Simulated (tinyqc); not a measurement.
From results back to parameters: static screening by free carriers. Four cases, with inputs chosen for the exercise.

Problem. At zero temperature the gas shows Friedel oscillations of period pi/kF and a Thomas-Fermi length 1/qTF; n and m are hidden.

kF = (3 pi^2 n/Mv)^(1/3), EF = c kF^2/m with c = hbar^2/2m0, n in 1/angstrom^3 (1e-24 per 1/cm^3), e2 = e^2/(4 pi eps0). Thomas-Fermi: qTF^2 = 6 pi e2 n/(eps EF). Debye: qD^2 = 4 pi e2 n/(eps kB T).

Constants: hbar^2/2m0 = 3.80998211 eV angstrom^2; e^2/(4 pi eps0) = 14.39964547 eV angstrom.

Find: kF; n; m.

Method. kF = pi/period and n = Mv kF^3/(3 pi^2); qTF^2 = 2 e2 Mv m kF/(pi eps c) then gives m.

Case 1.

Values chosen (out of a larger set: near those of Si; not measured data): Mv = 6 (valleys); eps = 12 (background dielectric constant).

period = 151.694 angstrom
1/qTF = 11.2647 angstrom

Solution.

kF = 0.02071 1/angstrom
n = 1.80e+18 1/cm^3
m = 0.316 m0

Case 2.

Values chosen (out of a larger set: near those of Ge; not measured data): Mv = 4 (valleys); eps = 16 (background dielectric constant).

period = 147.700 angstrom
1/qTF = 18.9697 angstrom

Solution.

kF = 0.02127 1/angstrom
n = 1.30e+18 1/cm^3
m = 0.217 m0

Case 3.

Values chosen (out of a larger set: a free-electron density near that of Na; not measured data): Mv = 1 (valleys); eps = 1 (background dielectric constant).

period = 3.38497 angstrom
1/qTF = 0.669188 angstrom

Solution.

kF = 0.9281 1/angstrom
n = 2.70e+22 1/cm^3
m = 1.000 m0

Case 4.

Values chosen (out of a larger set: near those of SiC; not measured data): Mv = 3 (valleys); eps = 9.19 (background dielectric constant).

period = 155.223 angstrom
1/qTF = 12.8663 angstrom

Solution.

kF = 0.02024 1/angstrom
n = 8.40e+17 1/cm^3
m = 0.380 m0

Computed by tinyqc, one run a case: `OMP_NUM_THREADS=1 python tinyqc.py N N+1 out.jsonl` with N = 1682173, 1682182, 1682204, 1682251; one thread of a shared Intel(R) Xeon(R) Processor @ 2.30GHz, about 0.01 s a run at most.
